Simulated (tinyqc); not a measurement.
Inside a calculation. Method: lattice vibrations of a chain. One step of it, computed by the program tinyqc.

Task: Dynamical matrix at q = 0.37. q is in units of 2 pi/a. A spring k from atom i to atom j, n cells on, adds k to Phi_ii and Phi_jj, -k exp(2 pi i q n) to Phi_ij and the conjugate to Phi_ji (for one atom a cell: 2k (1 - cos 2 pi q n)); D_ij = Phi_ij / sqrt(m_i m_j).

A chain moving along its axis:
```
atom   mass (u)  spring to the next atom (eV/angstrom^2)
1     29.400000                                16.300000
2     68.900000                                 2.100000
```

Give: D(q).

Result:

D(q) (eV/(angstrom^2 u)):
```
[[0.626, -0.330+0.034i],
 [-0.330-0.034i, 0.267]]
```
